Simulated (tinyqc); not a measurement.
# Threshold-voltage variability of a planar MOSFET, analytic estimates: effects of single changes

Three independent sources add in quadrature: random dopants in the depleted layer, metal-gate grains of two orientations, and roughness of the two gate edges acting through the roll-off VT = VT(long) - Vr exp(-L/l). These are first-order estimates: no three-dimensional electrostatics, no percolation.

Parameters, values chosen for the exercise; material values close to those of silicon: temperature T = 293 K; band gap Eg = 1.14 eV; relative permittivity of the semiconductor eps_r = 11.8; conduction-band density of states at T Nc = 2.7e19 cm^-3; valence-band density of states at T Nv = 2.52e19 cm^-3; channel doping Na = 5.8e17 cm^-3; oxide-equivalent thickness in inversion ti = 1.2 nm; gate length L = 25 nm; gate width W = 110 nm; metal grain size G = 4 nm; work-function difference of the two grain orientations dW = 0.2 eV; share of the orientation of higher work function p = 0.3; rms roughness of one gate edge De = 1.8 nm; correlation length of the roughness La = 10 nm; decay length of the threshold roll-off l = 4.7 nm; prefactor of the roll-off Vr = 2 V.

Constants: q = 1.602176634e-19 C, kB = 1.380649e-23 J/K, Vt = kB T/q, eps0 = 8.8541878128e-14 F/cm where lengths are in cm. Results are converted to the units shown.

Each table varies one quantity; the others keep the values above.

## Scaling length and width together

ni = sqrt(Nc Nv) exp(-Eg/(2 Vt)), Eg in volts; Cox = 3.9 eps0/ti; Wd = sqrt(4 eps0 eps_r Vt ln(Na/ni)/(q Na)); dopants: s1 = (q/Cox) sqrt(Na Wd/(3 L W)). Grains: Ng = L W/G^2 (at least 1), s2 = dW sqrt(p (1 - p)/Ng). Edges, with exponential correlation and u = W/La: the mean gate length has sL^2 = 2 De^2 (2/u)[1 - (1 - exp(-u))/u]; s3 = sL (Vr/l) exp(-L/l). s = sqrt(s1^2 + s2^2 + s3^2). l and Vr are held fixed. W = 4.4 L in every row; l is held fixed.

Scaling length and width together:
```
L (nm)  s1 (mV)  s2 (mV)   s3 (mV)  s (mV)  s sqrt(L W) (mV um)
16        15.67    10.92     17.77   26.09               0.8757
20        12.54    8.739     6.898   16.77               0.7034
24        10.45    7.282     2.717   13.02               0.6556
30        8.359    5.826    0.6851   10.21               0.6426
37        6.777    4.724    0.1402   8.262               0.6413
45        5.573    3.884   0.02331   6.792               0.6412
55        4.559    3.178  0.002523   5.557               0.6412
```

Read the table: what changes, and by how much?

As L goes from 16 to 55 nm, s falls from 26.1 to 5.56 mV. The largest source is the edges in the first row and the dopants in the last. The product s sqrt(L W) falls from 0.876 to 0.641 mV um: s1 and s2 go as 1/sqrt(L W), so the change comes from s3 alone. For L = 16 to 45 nm the depletion depth exceeds L, so source and drain share much of the charge and s1 is rough.

## Effect of the channel doping

Same model as above.

l and Vr are held fixed.

The same in every row: s2 (mV) = 6.991; s3 (mV) = 2.157.

Effect of the channel doping:
```
Na (cm^-3)  s1 (mV)  s (mV)  s sqrt(L W) (mV um)
1.5e17        7.021   10.14               0.5317
2.6e17        8.118   10.93               0.5731
4.7e17        9.490   11.98               0.6284
8.2e17        10.99   13.20               0.6922
1.5e18        12.88   14.81               0.7767
2.6e18        14.88   16.58               0.8695
4.5e18        17.18   18.67               0.9792
8e18          19.97   21.27                1.115
```

Read the table: what changes, and by how much?

As Na goes from 1.5e17 to 8e18 cm^-3, s rises from 10.1 to 21.3 mV. The dopants are the largest source in the first and the last row. s1 goes on average as Na^(0.26), near the 1/4 expected from Na Wd. For Na = 1.5e17 to 1.5e18 cm^-3 the depletion depth exceeds L, so source and drain share much of the charge and s1 is rough.

## Effect of the metal grain size

Same model as above.

l and Vr are held fixed.

The same in every row: s1 (mV) = 10.031; s3 (mV) = 2.1566.

Effect of the metal grain size:
```
G (nm)  s2 (mV)  s (mV)  s sqrt(L W) (mV um)
2        3.4955  10.839              0.56840
3        5.2432  11.522              0.60421
5        8.7386  13.477              0.70673
7        12.234  15.967              0.83730
10       17.477  20.266               1.0628
14       24.468  26.532               1.3914
20       34.955  36.429               1.9104
```

What does the table show?

As G goes from 2 to 20 nm, s rises from 10.8 to 36.4 mV. The largest source is the dopants in the first row and the grains in the last. In every row the depletion depth exceeds L, so source and drain share much of the charge and s1 is rough.

Numbers from tinyqc (`OMP_NUM_THREADS=1 python tinyqc.py 2090088 2090089 out.jsonl`; about 0.01 s on one thread of a shared Intel Xeon 2.30GHz).
